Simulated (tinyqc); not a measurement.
## Threshold-voltage variability of a planar MOSFET, analytic estimates: a gate of 6 grains

Three independent sources add in quadrature: random dopants in the depleted layer, metal-gate grains of two orientations, and roughness of the two gate edges acting through the roll-off VT = VT(long) - Vr exp(-L/l). These are first-order estimates: no three-dimensional electrostatics, no percolation.

Each of 6 equal grains has the higher work function with probability p; the threshold shift is dW (j/6 - p) for j such grains, and the off current changes by exp(-shift/(n Vt)).

Values chosen for this exercise; material values close to those of germanium: temperature T = 273 K; work-function difference of the two grain orientations dW = 0.2 eV; share of the orientation of higher work function p = 0.3; subthreshold factor n = 1.27.

Constants: q = 1.602176634e-19 C, kB = 1.380649e-23 J/K, Vt = kB T/q. Results are converted to the units shown.

Distribution:
```
j  probability  shift (mV)  Ioff factor  probability x factor
0       0.1176       -60.0        7.450                0.8765
1       0.3025       -26.7        2.441                0.7386
2       0.3241         6.7       0.8000                0.2593
3       0.1852        40.0       0.2622               0.04856
4      0.05953        73.3      0.08591              0.005114
5      0.01021       106.7      0.02815              2.873e-4
6     7.290e-4       140.0     0.009225              6.725e-6
```

What does the comparison show?

The standard deviation is dW sqrt(p (1 - p)/6) = 37.4 mV. The mean off current is 1.93 times the nominal one; the log-normal formula exp(s^2/(2 (n Vt)^2)) gives 2.19. Devices with j = 0, 12 % of all, carry 45 % of the mean leakage.

Numbers from tinyqc (`OMP_NUM_THREADS=1 python tinyqc.py 2090154 2090155 out.jsonl`; about 0.01 s on one thread of a shared Intel Xeon 2.30GHz).
